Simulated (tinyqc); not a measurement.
Quasi-harmonic thermal expansion with mode Grueneisen parameters: one step, computed by the program tinyqc. Command: `OMP_NUM_THREADS=1 python tinyqc.py 3006567 3006568 out.jsonl qha walk`. One thread of a shared host (Intel(R) Xeon(R) Processor @ 2.30GHz), about 0.02 s of CPU time with the checks.

A crystal with two atoms a cell; per atom there are 1 transverse acoustic (TA), 1/2 longitudinal acoustic (LA) and 3/2 optical (O) modes. Every frequency of group i scales as nu_i (V/V0)^(-gamma_i). The acoustic groups have Debye spectra, density 3 nu^2/nu_i^3 up to nu_i (40 Gauss-Legendre points); the optical group has one frequency. Static energy: E = (9 V0 B0/16) [y^3 B' + y^2 (2 - 4 y)], y = (V0/V)^(2/3) - 1, with pressure P_s = (3 B0/2) (z^7 - z^5) [1 + (3/4)(B' - 4)(z^2 - 1)], z = (V0/V)^(1/3).

Question. Mode groups at the static volume. For a mode with x = h nu/(k_B T), n = 1/(exp(x) - 1): U = h nu (n + 1/2), C/k_B = x^2 n (n + 1); U_i and C_i sum these over group i with its weight per atom. Phonon pressure P_ph = sum_i gamma_i U_i/V.

Inputs (values chosen for the exercise, modelled on silicon carbide):
```
quantity                       value             unit
static volume V0                10.4  angstrom^3/atom
frequency nu_TA                 11.3              THz
frequency nu_LA                 17.7              THz
frequency nu_O                  24.9              THz
Grueneisen parameter gamma_TA   0.16                -
Grueneisen parameter gamma_LA    1.1                -
Grueneisen parameter gamma_O    0.97                -
temperature T                     50                K
```

Acoustic groups: Debye.

Constants: h x 1 THz = 4.135667696 meV; k_B = 8.617333262e-05 eV/K; 1 eV/angstrom^3 = 160.2176634 GPa.

Give: Groups; phonon pressure at V0.

Answer.

Groups:
```
group  h nu_i/(k_B T)  U_i (meV)   C_i (k_B)  gamma_i C_i (k_B)
TA             10.846     17.590    0.060127          0.0096204
LA             16.989     13.734   0.0079443          0.0087388
O              23.900     77.234  3.5740e-08         3.4668e-08
```

phonon pressure at V0 = 1.4302 GPa
